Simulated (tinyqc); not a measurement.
Phase-change memory cell, resistance drift and retention: one step of the calculation.

The amorphous state follows Ra = R0 (t/t0)^nu exp[(q Ec/kB)(1/T - 1/(300 K))], with nu taken as independent of T. An intermediate level follows the logarithmic mixing rule ln R = (1 - fa) ln Rc + fa ln Ra with constant Rc. The time to lose the data by crystallisation is tr = tx exp[(q Ex/kB)(1/T - 1/Tx)]; 1 year = 3.15576e7 s. These are empirical laws.

Problem. Resistances at the read. Ra and the intermediate level as above; its effective drift exponent is fa nu.

Inputs (values chosen for the exercise); values of the order found in chalcogenide phase-change cells:
- R0 = 1.4 Mohm (resistance of the amorphous state at t0 and 300 K)
- t0 = 0.1 s (reference time)
- nu = 0.043 (drift exponent)
- Ec = 0.17 eV (activation energy of conduction)
- T = 358 K (operating temperature)
- t = 3.15e7 s (time of the read)
- fa = 0.52 (amorphous share of an intermediate level)
- Rc = 38 kohm (resistance of the crystalline state)

Constants: q = 1.602176634e-19 C, kB = 1.380649e-23 J/K. Results are converted to the units shown.

Wanted: drift factor; temperature factor; Ra; intermediate level; effective exponent.

Solution.

drift factor = 2.3197
temperature factor = 0.34460
Ra = 1.1191 Mohm
intermediate level = 0.22065 Mohm
effective exponent = 0.022360

tinyqc, about 0.01 s, one thread, Intel Xeon 2.30GHz (shared host): `OMP_NUM_THREADS=1 python tinyqc.py 2880019 2880020 out.jsonl`
